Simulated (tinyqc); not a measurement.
# Input admittance of a MOSFET at zero drain bias: distributed channel and distributed gate: what changes with what

Source and drain grounded, strong inversion, w = 2 pi f, Cox = eps0 eox/tox. The channel is an RC line of resistance 1/(mu Cox Vo) per square fed from both ends, so one finger has the intrinsic admittance y = i w Cox L tanh(g)/g per width, g = (1/2) sqrt(i w tau), tau = L^2/(mu Vo). The vertical resistance rv/L is in series with y, the overlaps 2 i w Cov in parallel: y_t = 1/(1/y + rv/L) + 2 i w Cov. The gate strip is a line of Rsh/L per length loaded by y_t, so a finger has Y = y_t Wf tanh(k)/k, k = (Wf/sd) sqrt(y_t Rsh/L); the device has Nf Y.

Values chosen for this exercise; values of the order met in silicon radio-frequency transistors:
- eox = 7.3 (relative permittivity of the gate insulator (close to silicon nitride))
- tox = 10 nm (insulator thickness)
- L = 0.3 um (channel length)
- Wf = 6.3 um (finger width)
- Nf = 1 (number of fingers)
- mu = 400 cm^2/(V s) (channel mobility)
- Vo = 0.69 V (gate overdrive)
- Rsh = 6.4 ohm/square (sheet resistance of the gate)
- rv = 0 ohm um^2 (vertical resistivity of the gate stack)
- sd = 2 (number of ends at which a finger is contacted)
- Cov = 0.2 fF/um (overlap and fringe capacitance on each side)
- f = 78 GHz (frequency)

Constants: eps0 = 8.8541878128e-14 F/cm where lengths are in cm. Results are converted to the units shown.

Each table varies one quantity; the others keep the values above.

## Input impedance against frequency

Low-frequency limits, with c = Cox L and ct = c + 2 Cov: R_strip = Rsh Wf/(3 sd^2 L Nf), R_ch = (c/ct)^2 L/(12 mu Cox Vo Wf Nf), R_vert = (c/ct)^2 rv/(L Wf Nf), C = ct Wf Nf. Z = 1/(Nf Y) = R + 1/(i w C), Q = |Im Z|/R, far-point signal |1/cosh k|.

The same in every row: low-frequency R (ohm) = 26.49.

Results:

| f (GHz) | w tau | \|k\| | R (ohm) | C (fF) | Q | signal at the far point |
|---|---|---|---|---|---|---|
| 0.8 | 0.01639 | 0.04989 | 26.49 | 14.74 | 509.7 | 1.000 |
| 2 | 0.04098 | 0.07888 | 26.49 | 14.74 | 203.9 | 1.000 |
| 3 | 0.06147 | 0.09661 | 26.49 | 14.74 | 135.9 | 1.000 |
| 20 | 0.4098 | 0.2493 | 26.48 | 14.73 | 20.40 | 0.9988 |
| 30 | 0.6147 | 0.3052 | 26.48 | 14.72 | 13.61 | 0.9973 |
| 70 | 1.434 | 0.4645 | 26.43 | 14.66 | 5.868 | 0.9858 |
| 100 | 2.049 | 0.5526 | 26.38 | 14.58 | 4.139 | 0.9721 |
| 300 | 6.147 | 0.9002 | 25.65 | 13.50 | 1.533 | 0.8400 |

Estimate the missing row, f = 7 GHz.

Computed row:

| f (GHz) | w tau | \|k\| | R (ohm) | C (fF) | Q | signal at the far point |
|---|---|---|---|---|---|---|
| 7 | 0.1434 | 0.1476 | 26.49 | 14.74 | 58.26 | 0.9999 |

With this row back in the table: R falls from 26.5 to 25.6 ohm and C falls from 14.7 to 13.5 fF. Q goes as f^(-1.00) between the first two rows and f^(-0.90) between the last two, where w tau = 6.15 and |k| = 0.900. The low-frequency limits hold both R and C within 5 % up to f = 100 GHz among the rows.

## Dividing a fixed width into fingers

Total width Wf Nf = 6.3 um; each finger also has a contact resistance Rc at each contacted end, which adds Rc/(sd Nf). The resistances are low-frequency limits, good while |k| is below about 1; the far-point signal is |1/cosh k| at f, without Rc.

The same in every row: R_ch + R_vert (ohm) = 15.29.

Dividing a fixed width into fingers:

| Nf | Wf (um) | R_strip (ohm) | Rc/(sd Nf) for Rc = 30 ohm (ohm) | sum (ohm) | signal at the far point |
|---|---|---|---|---|---|
| 1 | 6.300 | 11.20 | 15.00 | 41.49 | 0.9825 |
| 2 | 3.150 | 2.800 | 7.500 | 25.59 | 0.9965 |
| 4 | 1.575 | 0.7000 | 3.750 | 19.74 | 0.9992 |
| 8 | 0.7875 | 0.1750 | 1.875 | 17.34 | 0.9998 |
| 16 | 0.3937 | 0.04375 | 0.9375 | 16.27 | 0.9999 |
| 32 | 0.1969 | 0.01094 | 0.4688 | 15.77 | 1.000 |
| 64 | 0.09844 | 0.002734 | 0.2344 | 15.52 | 1.000 |
| 128 | 0.04922 | 6.836e-4 | 0.1172 | 15.40 | 1.000 |

R_strip falls as 1/Nf^2, from 11.2 to 6.84e-4 ohm, the contact term as 1/Nf, and R_ch + R_vert stays at 15.3 ohm since the total width is fixed. The sum is within a factor 1.5 of that floor from Nf = 4 on. More fingers add wiring capacitance, which is left out.

tinyqc, about 0.01 s, one thread, Intel Xeon 2.30GHz (shared host): `OMP_NUM_THREADS=1 python tinyqc.py 2262189 2262190 out.jsonl`
